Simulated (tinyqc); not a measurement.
Solubility, supersaturation, precipitation and gettering of an impurity in a silicon-like host: one step, computed by the program tinyqc.

The wafer was saturated at T1 and is then held at T.

Task: Solubility, diffusivity, supersaturation. C_eq(T) = N0 exp(S/k_B - H/(k_B T)); D(T) = D0 exp(-Q/(k_B T)); C0 = C_eq(T1). Supersaturation s = C0/C_eq(T); critical radius r* = 2 gamma/(C_p k_B T ln s); barrier W* = (4 pi/3) gamma r*^2. Strain energy is left out.

Inputs (values chosen for the exercise, modelled on cobalt in silicon): site density N0 = 5e+22 1/cm^3; enthalpy of solution H = 2.78 eV; entropy of solution S = 7.1 k_B; diffusion prefactor D0 = 0.00085 cm^2/s; migration energy Q = 0.537 eV; temperature of saturation T1 = 1200 K; anneal temperature T = 719 K; impurity density in the precipitate C_p = 5.4e+22 1/cm^3; interface energy gamma = 0.34 J/m^2.

Constants: k_B = 8.617333262e-05 eV/K; k_B = 1.380649e-23 J/K.

Give: C0; C_eq(T); D(T); supersaturation s; critical radius r*; W*/(k_B T).

Result:

C0 = 1.279e+14 1/cm^3

C_eq(T) = 1.978e+06 1/cm^3

D(T) = 1.463e-07 cm^2/s

supersaturation s = 6.467e+07

critical radius r* = 0.07053 nm

W*/(k_B T) = 0.7138

Caution: the barrier to homogeneous nucleation is below 35 k_B T for these inputs, so new precipitates would form and outnumber the fixed sinks assumed here. Caution: a critical radius of atomic size is outside the capillary model.
